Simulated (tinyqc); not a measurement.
## Capacitances against the space between lines

Endless row of lines of width wl, height tl and space sl between grounded planes at distance hd; e2 fills the gaps beside the lines, e1 the rest. Laplace's equation is solved on meshes of 3, 6 and 12 steps per unit u and extrapolated (Aitken), which is good to about 0.2 %. C_even (all lines at 1 V) is the capacitance Cg to the planes; C_odd (neighbours in antiphase) = Cg + 4 Cc if only nearest neighbours couple, which defines Cc; total with quiet neighbours Cg + 2 Cc. Plate values 2 eps0 e1 wl/hd and eps0 e2 tl/sl.

Inputs (values chosen for the exercise): relative permittivity above and below the lines e1 = 2.7; relative permittivity between the lines e2 = 1; line width, in units u wl = 6 u; line height tl = 8 u; distance to each plane hd = 6 u.

Constants: eps0 = 8.8541878128e-12 F/m. Results are converted to the units shown.

The same in every row: plate Cg (aF/um) = 47.8.

Results:

| sl (u) | Cg (aF/um) | Cc (aF/um) | Cg + 2 Cc (aF/um) | C_odd (aF/um) | plate Cc (aF/um) | share of coupling, 2 Cc/(Cg + 2 Cc) (%) |
|---|---|---|---|---|---|---|
| 2 | 62.4 | 56.1 | 175 | 287 | 35.4 | 64.2 |
| 4 | 74.4 | 28.6 | 132 | 189 | 17.7 | 43.4 |
| 6 | 84.1 | 17.4 | 119 | 154 | 11.8 | 29.3 |
| 12 | 101 | 4.92 | 111 | 121 | 5.90 | 8.87 |
| 16 | 106 | 2.20 | 110 | 115 | 4.43 | 3.98 |
| 24 | 109 | 0.440 | 110 | 111 | 2.95 | 0.798 |

Estimate the missing row, sl = 8 u.

Computed row:

| sl (u) | Cg (aF/um) | Cc (aF/um) | Cg + 2 Cc (aF/um) | C_odd (aF/um) | plate Cc (aF/um) | share of coupling, 2 Cc/(Cg + 2 Cc) (%) |
|---|---|---|---|---|---|---|
| 8 | 91.5 | 11.2 | 114 | 136 | 8.85 | 19.7 |

With this row back in the table: As sl goes from 2 to 24, Cg rises from 62.4 to 109 aF/um, Cc falls from 56.1 to 0.440 aF/um and the share of coupling falls from 64.2 to 0.798 %. Cg is 1.31 times its plate value in the first row and 2.29 times in the last; for Cc the ratios are 1.58 and 0.149. Neighbours in antiphase raise the load by a factor of 1.64 and 1.01 over quiet ones.

tinyqc, about 1 s, one thread, Intel Xeon 2.30GHz (shared host): `OMP_NUM_THREADS=1 python tinyqc.py 2790202 2790203 out.jsonl`
